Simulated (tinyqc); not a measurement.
MOS capacitor on an n-type substrate, surface potential from the exact charge relation: two steps of the calculation.

Uniform n-type substrate, Boltzmann statistics, full ionisation, classical densities. psi is the surface potential against the body (positive when the bands bend down) and u = -psi/Vt. Traps are spread evenly over the gap and neutral at flat band, so their charge is -q Dit psi; the minority quasi-Fermi level is shifted by Vb.

Values chosen for this exercise; band and dielectric values those of a made-up semiconductor:
- T = 350 K (temperature)
- Eg = 1.34 eV (band gap)
- eps_r = 14.9 (relative permittivity)
- Nc = 5.42e17 cm^-3 (conduction-band density of states at T)
- Nv = 1.24e19 cm^-3 (valence-band density of states at T)
- N = 1e16 cm^-3 (donor density of the substrate)
- eox = 9.1 (relative permittivity of the gate insulator (close to aluminium oxide))
- tox = 56 nm (insulator thickness)
- Nf = 0 cm^-2 (fixed charge at the interface, in units of q)
- Dit = 0 cm^-2 eV^-1 (density of interface traps)
- Vb = 0 V (reverse bias of the inversion layer against the body)
- Vg = -0.88 V (gate voltage against the body)

Constants: q = 1.602176634e-19 C, kB = 1.380649e-23 J/K, Vt = kB T/q, eps0 = 8.8541878128e-14 F/cm where lengths are in cm. Results are converted to the units shown.

Problem 1. Newton step for the surface potential. u = -psi/Vt; F^2 = exp(-u) + u - 1 + r (exp(u) - u - 1); Qs = +sign(u) Q0 F; Cs = -dQs/dpsi = (Q0/Vt) |1 - exp(-u) + r (exp(u) - 1)|/(2 F). f = Vfb + psi + (q Dit psi - Qs)/Cox - Vg, f' = 1 + (Cs + q Dit)/Cox, psi(new) = psi - f/f'.

psi at the start = -0.93957808 V
Cox = 0.14388055 uF/cm^2
Vfb = 0.059578083 V
Q0 = 11.291670 nC/cm^2
r = 3.4062005e-15

Give: u; F; Qs; Cs; f; f'; psi after iteration 1.

Solution 1.

u = 31.152
F = 5.5016
Qs = 62.122 nC/cm^2
Cs = 0.037946 uF/cm^2
f = -0.43176 V
f' = 1.2637
psi after iteration 1 = -0.59792 V

Problem 2. Charges, field and capacitances at the solution. ni = sqrt(Nc Nv) exp(-Eg/(2 Vt)), Eg in volts; phiF = Vt ln(N/ni); Cox = eps0 eox/tox; Vfb = phiM - chi - Vt ln(Nc/N) - q Nf/Cox; Q0 = sqrt(2 eps0 eps_r q N Vt); r = (ni/N)^2 exp(-Vb/Vt); VT = Vfb - [(2 phiF + Vb)(1 + q Dit/Cox) + sqrt(2 eps0 eps_r q N (2 phiF + Vb))/Cox].

Low frequency: 1/C_LF = 1/Cox + 1/(Cs + q Dit). High frequency, in the simple estimate in which traps and minority carriers do not follow: 1/C_HF = 1/Cox + 1/Cd, Cd being Cs with r = 0 at the same psi. Minority sheet density N_inv = (Q0/(2 q)) int_0^u r (exp(t) - 1)/F(t) dt for u > 0. Oxide field |Qs - q Dit psi + q Nf|/(eps0 eox).

converged psi = -0.59881062 V

Give: Qs; N_inv; oxide field; Cs; C_LF/Cox; C_HF/Cox.

Solution 2.

Qs = 49.03 nC/cm^2
N_inv = 1.193e4 cm^-2
oxide field = 0.06085 MV/cm
Cs = 0.04311 uF/cm^2
C_LF/Cox = 0.2305
C_HF/Cox = 0.2305

The surface is in weak inversion (borders at |psi| = 0, phiF + Vb and 2 phiF + Vb = 1.00 V).

Computed by the program tinyqc: `OMP_NUM_THREADS=1 python tinyqc.py 2060075 2060076 out.jsonl`, one thread of a shared Intel Xeon 2.30GHz, about 0.01 s for the whole run.
